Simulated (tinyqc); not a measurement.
Energy and lattice constant: complex band structure along [001] in sp3s* tight binding.

For k = (0, 0, kz) the phase sums are g0 = cos(phi) and g3 = i sin(phi), phi = kz a/4, and the s, pz, s* orbitals of anion (a) and cation (c) decouple from px, py. With z = exp(i phi), H(z) = H0 + z T + T^T/z for any complex z. H0 is diagonal (Esa, Epa, Exa, Esc, Epc, Exc). The anion-cation block is B(z) = z U + W/z and the cation-anion block z W^T + U^T/z, where U has Vss/2 (s,s), Vsapc/2 (s,z), -Vscpa/2 (z,s), Vxx/2 (z,z), Vxapc/2 (s*,z), -Vpaxc/2 (z,s*), and W has the same values with the s-z and s*-z signs reversed. |z| = 1 is a band state, |z| < 1 decays along [001] as exp(-kappa d) over a distance d, kappa = -(4/a) ln|z|. No spin-orbit coupling.

Inputs chosen for the exercise (out of a larger set: near a published set for Si, fitted to gaps, whose masses and valley positions are rough (light masses up to twice too heavy); not measured data):

| symbol | value | unit | meaning |
|---|---|---|---|
| p | (-4.208, 1.703, -4.208, 1.703, 6.721, 6.721, -8.349, 1.704, 4.602, 5.716, 5.716, 5.373, 5.373) | eV | order Esa, Epa, Esc, Epc, Exa, Exc, Vss, Vxx, Vxy, Vsapc, Vscpa, Vxapc, Vpaxc |
| a | 5.427 | angstrom | lattice constant |
| dE | 0.53 | eV | E - Ev |

The slowest root of the s-pz block and the heavy-hole branch, sinh^2(kappa a/4) = ((E - Epa)(E - Epc) - Vxx^2)/(Vxx^2 - Vxy^2), at E = Ev + dE with Ev the lower root of [[Epa, Vxx], [Vxx, Epc]]; the couplings are kept when a changes.

Results for these values:

| case | slowest kappa (1/angstrom) | heavy-hole kappa (1/angstrom) |
|---|---|---|
| base | 0.1510 | 0.2101 |

What happens to each result for a = 5.59 angstrom, all else kept?

Answer: slowest kappa falls from 0.1510 to 0.1466; heavy-hole kappa falls from 0.2101 to 0.2040.

The same for each parameter in turn:

| case | slowest kappa (1/angstrom) | heavy-hole kappa (1/angstrom) |
|---|---|---|
| base | 0.1510 | 0.2101 |
| dE = 0.5 eV | 0.1472 | 0.2052 |
| a = 5.59 angstrom | 0.1466 | 0.2040 |

With the couplings fixed, kappa a stays, so kappa scales as 1/a.

(tinyqc, `OMP_NUM_THREADS=1 python tinyqc.py 1481975 1481976 out.jsonl`, Intel(R) Xeon(R) Processor @ 2.30GHz, 1 thread, shared host, about 0.01 s.)
